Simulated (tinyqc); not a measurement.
Pelgrom slope, floor and doping from two device sizes.

Problem. s^2 = A^2/(L W) + s0^2, with s0 independent of size and A = (q/Cox) sqrt(Na Wd/3) from random dopants alone, Cox = 3.9 eps0/ti. Find A, s0 and Na.

Values chosen for this exercise:
```
symbol,value,unit,meaning
ti,1.2,nm,oxide-equivalent thickness in inversion
```

Constants: q = 1.602176634e-19 C, eps0 = 8.8541878128e-14 F/cm where lengths are in cm. Results are converted to the units shown.

s for gate areas 0.0027 and 0.025 um^2 (mV): 10.1826043  3.50390447
Wd = 46.1657794 nm

Answer. s^2 is linear in 1/area: slope A^2, intercept s0^2.

A = 0.5260 mV um
s0 = 1.100 mV
Na = 5.800e17 cm^-3

Computed by the program tinyqc: `OMP_NUM_THREADS=1 python tinyqc.py 2090088 2090089 out.jsonl`, one thread of a shared Intel Xeon 2.30GHz, about 0.01 s for the whole run.
